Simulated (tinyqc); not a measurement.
Carrier lifetime of a p-type layer with SRH, radiative, Auger and surface recombination: one step of the calculation.

Uniform excess density dn = dp (no trapping), n = n0 + dn, p = p0 + dn, Boltzmann statistics, full ionisation. Surfaces enter as a rate 2 S dn/d, which holds while diffusion to them is fast.

Problem. New dn. With e = n p - ni^2 = dn (n0 + p0 + dn): U_SRH = e/(tp0 (n + n1) + tn0 (p + p1)), U_rad = B e, U_Aug = (Cn n + Cp p) e, U_s = 2 S dn/d. Newton step on ln U(ln dn) = ln G, U the sum: k = d ln U/d ln dn (central difference over factors 1.0001), dn(new) = dn (G/U)^(1/k).

Parameters, values chosen for the exercise; band and dielectric values those of a made-up semiconductor: radiative coefficient B = 2.46e-10 cm^3/s; Auger coefficient (two electrons) Cn = 9.3e-31 cm^6/s; Auger coefficient (two holes) Cp = 7.1e-31 cm^6/s; surface recombination velocity (both faces) S = 0 cm/s; sample thickness d = 2 um; generation rate G = 7.5e21 cm^-3 s^-1.

dn at the start = 8e14 cm^-3
n0 = 1.6854549e-10 cm^-3
p0 = 1.5e17 cm^-3
n1 = 0.60549509 cm^-3
p1 = 4.1753970e7 cm^-3
tn0 = 1.0738832e-6 s
tp0 = 4.2955326e-4 s

Find: U_SRH; U_rad; U_Aug; U_s; k; dn after iteration 1.

Solution.

U_SRH = 2.386e20 cm^-3 s^-1
U_rad = 2.968e22 cm^-3 s^-1
U_Aug = 1.301e19 cm^-3 s^-1
U_s = 0 cm^-3 s^-1
k = 0.9999
dn after iteration 1 = 2.004e14 cm^-3

tinyqc, about 0.01 s, one thread, Intel Xeon 2.30GHz (shared host): `OMP_NUM_THREADS=1 python tinyqc.py 2300037 2300038 out.jsonl`
